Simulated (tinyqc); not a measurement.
# Floating body of a partially depleted SOI transistor: body voltage and kink: transfer curve and swing

Source at 0 V. Channel current Ic = 2 nf K Vt^2 [F(0) - F(Vd)](1 + la Vd), F(V) = ln^2(1 + exp((Vg - VT - nf V)/(2 nf Vt))), VT = VT0 - gb Vb. Saturation voltage Vs = 2 Vt sqrt(F(0)) + 3 Vt, excess Ve = (Vd - Vs + sqrt((Vd - Vs)^2 + 0.0004 V^2))/2, multiplication M1 = Ai Ve exp(-Bl/Ve). Each junction passes D(v) = J1 (exp(v/Vt) - 1) + J2 (exp(v/(2 Vt)) - 1). Bipolar current Ib = bb J1 (exp(Vb/Vt) - 1). The body settles where M1 (Ic + Ib) = D(Vb) + D(Vb - Vd) + Vb/Rb; drain current Id = (1 + M1)(Ic + Ib) - D(Vb - Vd).

Rows with more than one solution for Vb (latch) are left out; dId/dVd by a forward difference over 1e-4 V, swing = 1e-4 V over the change of log10 Id; M1 under 1e-12 is printed as 0.

Inputs (values chosen for the exercise); values of the order met in partially depleted silicon-on-insulator transistors: temperature T = 300 K; threshold at zero body voltage VT0 = 0.43 V; fall of the threshold per volt of body voltage gb = 0.22; slope factor nf = 1.42; gain factor per width K = 150 uA/(V^2 um); channel-length modulation factor la = 0.07 1/V; impact-ionisation prefactor Ai = 2.66 1/V; impact-ionisation voltage Bl = 7.5 V; diffusion saturation current of each junction J1 = 7.1e-12 uA/um; recombination saturation current of each junction J2 = 1.3e-8 uA/um; gain of the lateral bipolar transistor on the diffusion current bb = 0.5; resistance of a weak body tie to the source (1e9 stands for no tie, and the term is then dropped) Rb = 1e9 kohm um; drain voltage Vd = 1.2 V.

Constants: q = 1.602176634e-19 C, kB = 1.380649e-23 J/K, Vt = kB T/q. Results are converted to the units shown.

Results:
columns A: Vg (V); B: Vb (V); C: M1; D: Id, floating (uA/um); E: Id, grounded (uA/um); F: ratio; G: swing, floating (mV/decade); H: swing, grounded (mV/decade)
```
A            B         C         D         E      F      G      H
-0.02  0.04861  0.003741  1.975e-6  1.480e-6  1.335  79.41  85.37
0.18    0.3182  0.003636  0.002117  3.305e-4  6.403  66.71  85.92
0.28    0.4250  0.003266   0.04491  0.004602  9.759  87.06  89.79
0.38    0.4808  0.002447    0.4049   0.05193  7.797  131.0  103.0
0.48    0.5060  0.001515     1.640    0.3680  4.457  209.7  138.9
0.58    0.5139  8.237e-4     4.027     1.449  2.780  312.7  206.9
0.68    0.5115  4.031e-4     7.551     3.651  2.069  427.2  300.5
0.78    0.5020  1.763e-4     12.15     7.042  1.725  547.0  407.4
```

Estimate the missing row, Vg = 0.08 V.

Computed row:
columns A: Vg (V); B: Vb (V); C: M1; D: Id, floating (uA/um); E: Id, grounded (uA/um); F: ratio; G: swing, floating (mV/decade); H: swing, grounded (mV/decade)
```
A          B         C         D         E      F      G      H
0.08  0.1467  0.003727  5.327e-5  2.223e-5  2.396  62.21  84.94
```

With this row back in the table: Vb goes from 0.0486 through a maximum of 0.514 (at Vg = 0.58 V among the rows listed) to 0.502 V. The smallest swing among the rows is 62.2 mV a decade with a floating body (at Vg = 0.08 V) and 84.9 with a grounded one; Vt ln 10 = 59.5. The floating swing is smaller by more than 3 % for Vg = -0.02, 0.08, 0.18, 0.28 V, where the rising Vb lowers the threshold as Vg rises. In the first row the floating body raises the current by a factor of 1.33.

Range of the model: The multiplication law is an empirical form chosen for the exercise; self-heating and capacitive coupling to the body are left out, and the linear laws are rough once Vb passes about 0.7 V or M1 about 0.1.

tinyqc, about 0.2 s, one thread, Intel Xeon 2.30GHz (shared host): `OMP_NUM_THREADS=1 python tinyqc.py 2182063 2182064 out.jsonl`
